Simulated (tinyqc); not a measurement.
Inside a calculation. Method: LDA (PW92) atom on a uniform radial grid, spin-unpolarised, for Li. Computed by tinyqc, a small Python program that keeps every step. Settings: Z = 3, points = 256, R = 11.6, functional = lda,pw, mixing = 0.4, iteration cap = 53. Command: `OMP_NUM_THREADS=1 python tinyqc.py 24829 24830 out.jsonl` (the two numbers bound the seeds that draw the settings). One thread of a shared host (Intel(R) Xeon(R) Processor @ 2.60GHz), about 0.8 s of CPU time with the checks. Later iterations appear only in the table of the cycle.

## Iteration 1

Spherical atom on a uniform radial grid r_j = j h with h = R/(N + 1), h sum u^2 = 1 and integrals as h times sums, u(0) = u(R) = 0 (atomic units):
```
parameter            value
Z                        3
points N               256
R                11.600000
h                 0.045136
mixing            0.400000
electrons in 1s          2
electrons in 2s          1
```

Three-point differences turn -u''/2 + [l(l+1)/2r^2 - Z/r + V] u = e u into a tridiagonal matrix (diagonal 1/h^2 + potential, off-diagonal -1/2h^2). D = sum f u^2; the Hartree potential y/r solves y'' = -D/r with y(0) = 0, y(R) = N_e; v_xc comes from rho = D/(4 pi r^2); E = sum f e - int D V + int D (V_H/2 + eps_xc); V(new) = V + mixing (V_H + v_xc - V).

eigenvalues (hartree): [-4.47956, -1.12371]

Every 16th grid point:
```
r            V in     u(1s)      u(2s)         D      V_H       v_xc
0.72218   0.00000   0.86163   -0.07271   1.49010  3.23361   -0.66809
1.44436   0.00000   0.19874   -0.70826   0.58063  1.90174   -0.32591
2.16654   0.00000   0.03438   -0.69477   0.48507  1.34933   -0.24134
2.88872   0.00000   0.00529   -0.46508   0.21635  1.03207   -0.15929
3.61089   0.00000   0.00076   -0.26099   0.06812  0.82973   -0.09873
4.33307   0.00000   0.00011   -0.13214   0.01746  0.69218   -0.05894
5.05525   0.00000  1.42e-05   -0.06252   0.00391  0.59342   -0.03422
5.77743   0.00000  1.87e-06   -0.02819   0.00079  0.51926   -0.01940
6.49961   0.00000  2.43e-07   -0.01226   0.00015  0.46157   -0.01077
7.22179   0.00000  3.11e-08   -0.00519  2.69e-05  0.41541   -0.00587
7.94397   0.00000  3.95e-09   -0.00215  4.60e-06  0.37764   -0.00315
8.66615   0.00000  4.96e-10   -0.00087  7.59e-07  0.34617   -0.00167
9.38833   0.00000  6.20e-11   -0.00035  1.21e-07  0.31955   -0.00087
10.11051  0.00000         0   -0.00013  1.82e-08  0.29672   -0.00045
10.83268  0.00000         0  -4.66e-05  2.17e-09  0.27694   -0.00021
11.55486  0.00000         0  -2.33e-06         0  0.25963  -2.81e-05
```

total energy = -6.8798872 hartree

## Iteration 2

As before.

eigenvalues (hartree): [-3.21264, -0.60881]

Every 16th grid point:
```
r            V in     u(1s)      u(2s)         D      V_H      v_xc
0.72218   1.02621   0.88844    0.01294   1.57882  3.10280  -0.68026
1.44436   0.63033   0.25005   -0.54669   0.42392  1.83105  -0.29617
2.16654   0.44320   0.05531   -0.67663   0.46395  1.31565  -0.23812
2.88872   0.34911   0.01110   -0.56501   0.31948  1.01996  -0.17902
3.61089   0.29240   0.00211   -0.39643   0.15717  0.82606  -0.12670
4.33307   0.25329   0.00039   -0.25198   0.06349  0.69118  -0.08671
5.05525   0.22368   0.00007   -0.15035   0.02260  0.59316  -0.05806
5.77743   0.19994  1.23e-05   -0.08589   0.00738  0.51920  -0.03825
6.49961   0.18032  2.15e-06   -0.04754   0.00226  0.46155  -0.02486
7.22179   0.16381  3.72e-07   -0.02568   0.00066  0.41541  -0.01597
7.94397   0.14980  6.38e-08   -0.01361   0.00019  0.37764  -0.01014
8.66615   0.13780  1.09e-08   -0.00709   0.00005  0.34617  -0.00638
9.38833   0.12747  1.85e-09   -0.00362  1.31e-05  0.31955  -0.00395
10.11051  0.11851  3.12e-10   -0.00176  3.11e-06  0.29672  -0.00238
10.83268  0.11069  5.15e-11   -0.00073  5.29e-07  0.27694  -0.00129
11.55486  0.10384         0  -3.92e-05  1.54e-09  0.25963  -0.00018
```

total energy = -7.1518403 hartree

## Iteration 3

As before.

eigenvalues (hartree): [-2.54759, -0.35716]

Every 16th grid point:
```
r            V in     u(1s)     u(2s)         D      V_H      v_xc
0.72218   1.58474   0.89945   0.04710   1.62024  3.01230  -0.68578
1.44436   0.99215   0.28217  -0.42848   0.34284  1.77714  -0.27770
2.16654   0.69693   0.07171  -0.61349   0.38665  1.28289  -0.22539
2.88872   0.54584   0.01679  -0.58701   0.34515  1.00406  -0.18322
3.61089   0.45519   0.00375  -0.47276   0.22353  0.81945  -0.14076
4.33307   0.39376   0.00082  -0.34575   0.11955  0.68869  -0.10473
5.05525   0.34825   0.00017  -0.23796   0.05662  0.59229  -0.07643
5.77743   0.31234  3.66e-05  -0.15716   0.02470  0.51890  -0.05504
6.49961   0.28287  7.61e-06  -0.10079   0.01016  0.46146  -0.03924
7.22179   0.25806  1.57e-06  -0.06321   0.00400  0.41538  -0.02774
7.94397   0.23688  3.23e-07  -0.03891   0.00151  0.37764  -0.01945
8.66615   0.21860  6.60e-08  -0.02350   0.00055  0.34617  -0.01350
9.38833   0.20272  1.34e-08  -0.01380   0.00019  0.31955  -0.00921
10.11051  0.18884  2.73e-09  -0.00761   0.00006  0.29672  -0.00605
10.83268  0.17668  5.35e-10  -0.00343  1.18e-05  0.27694  -0.00349
11.55486  0.16608  2.03e-11  -0.00019  3.68e-08  0.25963  -0.00052
```

total energy = -7.2491337 hartree

## Convergence

Stop when input and output potentials agree to 1e-7.

Course of the cycle (hartree):
```
iteration           E     e(1s)     e(2s)  largest |V(out) - V(in)|
1          -6.8798872  -4.47956  -1.12371                  4.26e+00
2          -7.1518403  -3.21264  -0.60881                  2.19e+00
3          -7.2491337  -2.54759  -0.35716                  1.10e+00
4          -7.2815281  -2.20387  -0.23225                  5.37e-01
5          -7.2918130  -2.02915  -0.16933                  2.60e-01
6          -7.2950029  -1.94180  -0.13726                  1.25e-01
7          -7.2959913  -1.89889  -0.12081                  5.94e-02
8          -7.2963015  -1.87823  -0.11237                  2.80e-02
9          -7.2964007  -1.86855  -0.10805                  1.29e-02
10         -7.2964330  -1.86420  -0.10587                  6.38e-03
11         -7.2964437  -1.86237  -0.10479                  3.45e-03
...               ...       ...       ...                       ...
25         -7.2964492  -1.86199  -0.10391                  7.99e-06
26         -7.2964492  -1.86199  -0.10391                  4.99e-06
27         -7.2964492  -1.86200  -0.10391                  3.12e-06
28         -7.2964492  -1.86200  -0.10391                  1.94e-06
29         -7.2964492  -1.86200  -0.10391                  1.21e-06
30         -7.2964492  -1.86200  -0.10391                  7.50e-07
31         -7.2964492  -1.86200  -0.10391                  4.65e-07
32         -7.2964492  -1.86200  -0.10391                  2.89e-07
33         -7.2964492  -1.86200  -0.10391                  1.79e-07
34         -7.2964492  -1.86200  -0.10391                  1.11e-07
35         -7.2964492  -1.86200  -0.10391                  6.85e-08
```

Converged in 35 iterations. A uniform grid resolves the cusp poorly: for a bare nucleus this grid gives 1s at -4.47956 against -Z^2/2 = -4.5 hartree. Before convergence this energy mixes input and output and is not variational, so it may rise towards its limit.
